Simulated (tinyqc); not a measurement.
Self-heating of a transistor with one or more fingers, with temperature-dependent conductivity: one step, computed by the program tinyqc. Command: `OMP_NUM_THREADS=1 python tinyqc.py 3004505 3004506 out.jsonl selfheat walk`. One thread of a shared host (Intel(R) Xeon(R) Processor @ 2.30GHz), about 0.05 s of CPU time with the checks.

N long parallel fingers lie on the top face of a slab whose bottom is held at T_0; the top is otherwise insulated, and heat flows in two dimensions. P in W/mm is 1000 P in W/m.

Task: Correction for the falling conductivity. Kirchhoff transformation for kappa = kappa_0 (T/T_0)^-m: T = T_0 [1 - (m - 1) theta/T_0]^(-1/(m - 1)), where theta is the linear rise. The bracket vanishes at the power P T_0/((m - 1) theta).

Inputs (values chosen for the exercise, modelled on indium phosphide):
```
quantity                    value        unit
exponent m in kappa ~ T^-m   1.39           -
base temperature T_0          300           K
power per gate width P       0.64        W/mm
width of the heat source w   0.16  micrometre
phonon free path Lambda       120          nm
```

Power: power rises with temperature.

largest theta = 34.56979 K

Give: peak temperature; true rise; true rise / linear rise; power at which the formula diverges.

Result:

peak temperature = 337.5 K

true rise = 37.54 K

true rise / linear rise = 1.086

power at which the formula diverges = 14.24 W/mm

The falling conductivity adds 8.6 % to the rise. Caution: the source is narrower than two phonon free paths, so the Fourier result understates the rise at the source.
